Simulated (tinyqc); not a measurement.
Worked calculation: tight binding, honeycomb lattice. Computed by tinyqc, a small Python program that keeps every step. Settings: t1 = 2.48, t2 = 0.2, phi = 0, delta = 2.44, points = 5. Command: `OMP_NUM_THREADS=1 python tinyqc.py 27843 27844 out.jsonl` (the two numbers bound the seeds that draw the settings). One thread of a shared host (Intel(R) Xeon(R) Processor @ 2.60GHz), about 0.01 s of CPU time with the checks.

## Bloch Hamiltonian at k

Parameters chosen for this model:
```
parameter     value                        unit
t1         2.480000                 eV, nearest
t2         0.200000       eV, second neighbours
phi               0  rad, phase of t2 (Haldane)
delta      2.440000          eV, +/- on A and B
```

k point k (fractions of the reciprocal vectors): [0.280000, 0.160000]

H_AB = -t1 (1 + exp(-i k.a1) + exp(-i k.a2)); H_AA = delta - 2 t2 sum cos(k.b + phi), H_BB = -delta - 2 t2 sum cos(k.b - phi), b = a1, a2 - a1, -a2.

H(k) at k (eV), order A, B:
```
[[2.009034, -3.344145+4.530006i],
 [-3.344145-4.530006i, -2.870966]]
```

## Levels at k

Diagonalise the Hermitian matrix.

eigenvalues (eV): [-6.567565, 5.705634]

weights |c|^2 of the basis functions, order A, B:
```
[[0.301193, 0.698807],
 [0.698807, 0.301193]]
```

## Bloch Hamiltonian at K

k point K (fractions of the reciprocal vectors): [0.333333, 0.666667]

As before.

H(k) at K (eV), order A, B:
```
[[3.040000, 0.000000],
 [0.000000, -1.840000]]
```

## Levels at K

As before.

eigenvalues (eV): [-1.840000, 3.040000]

weights |c|^2 of the basis functions, order A, B:
```
[[0.000000, 1.000000],
 [1.000000, 0.000000]]
```

## Bands along a path

The same steps at evenly spaced points between the labelled ones.

Bands along the path (eV):
```
k             band 1    band 2
G          -9.029891  6.629891
G-K 0.20   -8.422121  6.425144
G-K 0.40   -6.784813  5.797826
G-K 0.60   -4.619941  4.772728
G-K 0.80   -2.655811  3.605574
K          -1.840000  3.040000
K-M 0.20   -2.003065  3.157297
K-M 0.40   -2.357859  3.405072
K-M 0.60   -2.724442  3.650810
K-M 0.80   -2.985567  3.819767
M          -3.079080  3.879080
M-K' 0.20  -2.985567  3.819767
M-K' 0.40  -2.724442  3.650810
M-K' 0.60  -2.357859  3.405072
M-K' 0.80  -2.003065  3.157297
K'         -1.840000  3.040000
```

With 1 band(s) filled, the highest filled level on these points lies at K and the lowest empty one at K: a gap of 4.8800 eV, direct.

## Chern number of the lower band

On a 5 x 5 mesh, the phase of the product of overlaps around each plaquette (k1 then k2); the sum over 2 pi is an integer.

plaquette phases (rad):
```
[[0.000000, -0.071289, -0.136781, 0.088814, 0.042063],
 [0.071289, 0.000000, -0.319213, -0.272385, 0.088814],
 [0.136781, 0.319213, 0.000000, -0.319213, -0.136781],
 [-0.088814, 0.272385, 0.319213, 0.000000, -0.071289],
 [-0.042063, -0.088814, 0.136781, 0.071289, 0.000000]]
```

Chern number = 0.000000
